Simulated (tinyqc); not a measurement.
Inputs raised by 2 %, one at a time: hot carriers by balance equations with a heated Maxwellian. Computed by tinyqc, a small Python program. Command: `OMP_NUM_THREADS=1 python tinyqc.py 3006386 3006387 out.jsonl hot sens`. One thread of a shared host (Intel(R) Xeon(R) Processor @ 2.30GHz), about 0.03 s of CPU time with the checks.

The carriers follow a Maxwellian at an electron temperature T_e, slightly displaced; the drift energy is neglected against k_B T_e. The balance averages the rate, not the time, so mu_0 lies below the relaxation-time value.

Inputs (values chosen for the exercise, modelled on electrons in diamond):
```
quantity                                          value       unit
effective mass m                                   0.49        m_0
density rho                                        3515     kg/m^3
sound velocity v_l                                18600        m/s
acoustic deformation potential D_A                  8.9         eV
phonon energy hbar w                                138        meV
optical or intervalley deformation potential D_o    8.2  1e8 eV/cm
final valleys Z_f                                     5          -
lattice temperature T                               200          K
electric field F                                   0.77      kV/cm
mixing                                              0.4          -
iteration cap                                       300          -
```

Band: parabolic. Solver: damped fixed point.

Constants: k_B = 8.617333262e-05 eV/K; k_B = 1.380649e-23 J/K; e = 1.602176634e-19 C; hbar = 1.054571817e-34 J s; m_0 = 9.1093837015e-31 kg; hbar = 6.582119569e-16 eV s.

Method:
- Parabolic band: E = hbar^2 k^2/(2 m), speed v = hbar k/m, states per spin, volume and energy g(E) = m k/(2 pi^2 hbar^2). Masses are multiplied by m_0 and all formulas are in SI units.
- Phonon occupation N_q = 1/(exp(hbar w/(k_B T)) - 1).
- Acoustic deformation potential (elastic, equipartition, absorption and emission together): 1/tau = 2 pi k_B T D_A^2 g(E)/(hbar rho v_l^2).
- Optical or intervalley deformation potential: 1/tau = (pi Z_f D_o^2/(rho w)) [N_q g(E + hbar w) + (N_q + 1) g(E - hbar w)], with g = 0 below the band edge.
- Averages over the Maxwellian, <y> = int y x^(1/2) exp(-x) dx / int x^(1/2) exp(-x) dx with x = E/(k_B T_e), split at x_0 = hbar w/(k_B T_e): 64 Gauss-Legendre points in sqrt(x) below it and 128 in sqrt(x - x_0) above it, up to x = 32. Momentum balance: mu(T_e) = e/(m nu), nu = <x (sum of rates)>/<x>. Power lost per carrier: P(T_e) = hbar w <emission rate - absorption rate> + <(2 m v_l^2/(k_B T)) (E - 2 k_B T) acoustic rate>.
- Energy relaxation time at weak heating: tau_E = (3/2) k_B / (dP/dT_e), the derivative by a central difference of +/- 0.5 K at T_e = T.
- Fixed point: T_out = T + (T_e - T) e mu(T_e) F^2/P(T_e), T_new = T_e + mixing (T_out - T_e).
- Start at T_e = 1.5 T; stop when T_e moves by less than 1e-6 K or exceeds 1e6 K.
- v = mu(T_e) F; warm-carrier coefficient (mu/mu_0 - 1)/F^2.

Runs; columns: (1) input moved; (2) from; (3) to; (4) electron temperature T_e (K); (5) low-field mobility mu_0 (cm^2/(V s)); (6) energy relaxation time tau_E (ps); (7) mobility mu(T_e) (cm^2/(V s)):
```
(1)                                                            (2)     (3)     (4)     (5)     (6)     (7)
base run                                                         -       -  265.22  8484.6  5.0334  6032.5
effective mass m (m_0)                                        0.49  0.4998  262.67  8074.8  4.8644  5829.6
acoustic deformation potential D_A (eV)                        8.9   9.078  264.11  8175.3  4.9885  5889.8
phonon energy hbar w (meV)                                     138  140.76  269.06  8563.9  5.5683  6057.9
optical or intervalley deformation potential D_o (1e8 eV/cm)   8.2   8.364  263.84  8462.9  4.8802  6027.1
lattice temperature T (K)                                      200     204  265.71  8173.1  4.5743  5917.5
electric field F (kV/cm)                                      0.77  0.7854  266.48  8484.6  5.0334  5986.9
density rho (kg/m^3)                                          3515  3585.3  266.48  8654.3  5.1341  6106.7
```

Exponents ln(y'/y) / ln(x'/x):
```
input                                             electron temperature T_e  low-field mobility mu_0  energy relaxation time tau_E  mobility mu(T_e)
effective mass m                                                    -0.488                   -2.500                        -1.725            -1.728
acoustic deformation potential D_A                                  -0.213                   -1.875                        -0.453            -1.209
phonon energy hbar w                                                 0.726                    0.470                         5.100             0.212
optical or intervalley deformation potential D_o                    -0.264                   -0.129                        -1.561            -0.045
lattice temperature T                                                0.093                   -1.889                        -4.830            -0.972
electric field F                                                     0.239                    0.000                         0.000            -0.383
density rho                                                          0.239                    1.000                         1.000             0.617
```

Among the inputs moved here: electron temperature T_e answers most in size to phonon energy hbar w (exponent +0.726), next to effective mass m (-0.488). Low-field mobility mu_0 answers most in size to effective mass m (exponent -2.500), next to lattice temperature T (-1.889); its exponent is below 0.0005 for electric field F. Its exponent -2.500 in effective mass m: rates scale as m^(3/2) and mu = e tau/m. Energy relaxation time tau_E answers most in size to phonon energy hbar w (exponent +5.100), next to lattice temperature T (-4.830); its exponent is below 0.0005 for electric field F. mobility mu(T_e) answers most in size to effective mass m (exponent -1.728), next to acoustic deformation potential D_A (-1.209).

Caution (all rows): the drift energy m v^2/2 is not small against the heating (3/2) k_B (T_e - T), so T_e - T is rough.
